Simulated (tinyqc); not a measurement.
Worked calculation: plane-wave Kohn-Sham cycle with exchange-only LDA in a layered model solid. One step of it, computed by the program tinyqc.

Task: Iteration 2: potential. V_H(G) = 4 pi rho(G)/G^2 for G != 0 (uniform background); v_x = -(3 rho/pi)^(1/3); V = V_ext + V_H + v_x; Fourier components f(G_m) = (1/N) sum_j f(x_j) exp(-i G_m x_j).

A solid whose potential varies along x alone (atomic units):
```
parameter                      value
period a                    4.900000
cross-section of the cell  36.000000
electrons per cell                 2
grid points                       16
plane waves -n..n, n               3
k points                           4
V1 in V1 cos(2 pi x/a)     -0.300000
```

density after iteration 1 (e/bohr^3): 0.02011133  0.01917261  0.01668695  0.01344694  0.01028194  0.00773162  0.00598333  0.00500030  0.00468720  0.00500030  0.00598333  0.00773162  0.01028194  0.01344694  0.01668695  0.01917261

Give: Potentials on the grid; V(G_m), m = 0, 1, 2, ....

Result:

Potentials on the grid (hartree):
```
x         V_ext      V_H      v_x        V
0.0000  -0.3000   0.0605  -0.2678  -0.5073
0.3063  -0.2772   0.0554  -0.2636  -0.4853
0.6125  -0.2121   0.0412  -0.2516  -0.4225
0.9187  -0.1148   0.0209  -0.2342  -0.3281
1.2250        0  -0.0020  -0.2141  -0.2162
1.5312   0.1148  -0.0237  -0.1947  -0.1036
1.8375   0.2121  -0.0412  -0.1788  -0.0079
2.1437   0.2772  -0.0525  -0.1684   0.0562
2.4500   0.3000  -0.0564  -0.1648   0.0788
2.7563   0.2772  -0.0525  -0.1684   0.0562
3.0625   0.2121  -0.0412  -0.1788  -0.0079
3.3687   0.1148  -0.0237  -0.1947  -0.1036
3.6750        0  -0.0020  -0.2141  -0.2162
3.9813  -0.1148   0.0209  -0.2342  -0.3281
4.2875  -0.2121   0.0412  -0.2516  -0.4225
4.5938  -0.2772   0.0554  -0.2636  -0.4853
```

V(G_m), m = 0, 1, 2, ... (hartree): -0.2152  -0.1466  0.0005  0.0000  0.0000  0.0000  0.0000
